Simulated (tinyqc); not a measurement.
Channel direction: nanosheet or nanowire with hard walls, valleys of the Si type.

Six ellipsoidal valleys along the cube axes: inverse mass tensor w = 1/mt + (1/ml - 1/mt) a a^T with a the unit axis. Device axes: x along the channel, z = [001], y = z x x.

Hard walls around a W x H rectangle. The block w_c of w in (y, z) confines; the transport mass follows from 1/m_x = w_xx - w_xc w_c^-1 w_cx. The cross-section problem c (w_yy ky^2 + 2 w_yz ky kz + w_zz kz^2), c = hbar^2/2m0, is solved in products sin(n pi y/W) sin(l pi z/H), n, l = 1 to 12; if w_yz = 0 the levels are c pi^2 (w_yy n^2/W^2 + w_zz l^2/H^2). The w_yz term couples (n, l) to (n', l') by -2 c w_yz D_nn'(W) D_ll'(H) with D_nm(L) = 4 n m/(L (n^2 - m^2)) for n + m odd and 0 otherwise.

Without degeneracy the line density is N1 exp((EF - Ec)/kB T) with N1 = sum 2 g sqrt(m_x kB T/(4 pi c)) exp(-E/kB T), here over n, l up to 80 where w_yz = 0 and over all levels of a 12 x 12 sine basis otherwise; the classical value is W H Nc with Nc = 2 g_all (m_dos kB T/(4 pi c))^(3/2), m_dos = (ml mt^2)^(1/3); dVt = kB T ln(W H Nc/N1).

Constants: hbar^2/2m0 = 3.80998211 eV angstrom^2; kB = 8.617333262e-05 eV/K.

Inputs chosen for the exercise (near those of Si; not measured data): ml = 0.934 m0 (longitudinal mass); mt = 0.186 m0 (transverse mass); T = 350 K (temperature); g_all = 6 (number of valleys); W = 50 angstrom (width, along y); H = 70 angstrom (height, along z = [001]).

The same rectangle along [100] and [110]; groups ordered by w_zz, then w_yy.

Lowest level of each group:
```
channel, group  valleys g   w_yy   w_zz  |w_yz|  m_x (m0)  E (eV)
[100] A                 2  5.376  1.071   0.000     0.186  0.0891
[100] B                 2  1.071  5.376   0.000     0.186  0.0574
[100] C                 2  5.376  5.376   0.000     0.934  0.1221
[110] A                 2  5.376  1.071   0.000     0.186  0.0891
[110] B                 4  3.224  5.376   0.000     0.560  0.0897
```

What can be read from this table?

The lowest subband has m_x = 0.186 m0 and 2 valleys along [100], and 0.186 m0 and 2 valleys along [110]; its edge lies at 0.0574 and 0.0891 eV. The transport masses are equal, but the lowest subbands come from different valleys.

Program tinyqc; command `OMP_NUM_THREADS=1 python tinyqc.py 1281736 1281737 out.jsonl`; about 0.04 s on one thread of a shared Intel(R) Xeon(R) Processor @ 2.30GHz.
